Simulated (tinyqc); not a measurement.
Avalanche multiplication and breakdown of a junction from ionisation integrals: one step, computed by the program tinyqc.

Ionisation coefficients follow the local field. Position x runs through the depletion layer from the p side (x = 0), where electrons enter, to the n side (x = w), where holes enter. The built-in voltage is neglected.

Problem. Multiplication and noise. M_n = 1/(1 - I_n), M_p = M_n exp(-Phi(w)); McIntyre excess noise for the carrier with the larger M, F_x = k M + (1 - k)(2 - 1/M), with k = (smaller M - 1)/(larger M - 1).

Junction: linearly graded.

Every 50th point:

| x (micrometre) | F (MV/cm) | alpha_n (1/cm) | alpha_p (1/cm) | Phi | I_n up to x |
|---|---|---|---|---|---|
| 0.000000 | 0.0000000 | 0 | 0 | 0 | 0 |
| 1.131534 | 0.0880041 | 9.799267e-09 | 5.956326e-11 | 2.381849e-14 | 2.394721e-14 |
| 2.263068 | 0.1508642 | 1.782483e+00 | 2.633434e-01 | 2.132754e-05 | 2.449388e-05 |
| 3.394601 | 0.1885803 | 8.291204e+01 | 2.332805e+01 | 2.497937e-03 | 3.330988e-03 |
| 4.526135 | 0.2011523 | 1.943673e+02 | 6.308967e+01 | 1.432828e-02 | 2.041157e-02 |
| 5.657669 | 0.1885803 | 8.291204e+01 | 2.332805e+01 | 2.615863e-02 | 3.729312e-02 |
| 6.789203 | 0.1508642 | 1.782483e+00 | 2.633434e-01 | 2.863524e-02 | 4.051447e-02 |
| 7.920736 | 0.0880041 | 9.799267e-09 | 5.956326e-11 | 2.865657e-02 | 4.053827e-02 |
| 9.052270 | 0.0000000 | 0 | 0 | 2.865657e-02 | 4.053827e-02 |

Give: M_n; M_p; effective k; excess noise factor.

Solution.

M_n = 1.0423

M_p = 1.0128

effective k = 0.30313

excess noise factor = 1.0411

Injecting electrons gives the larger gain and, at equal gain, the lower noise.
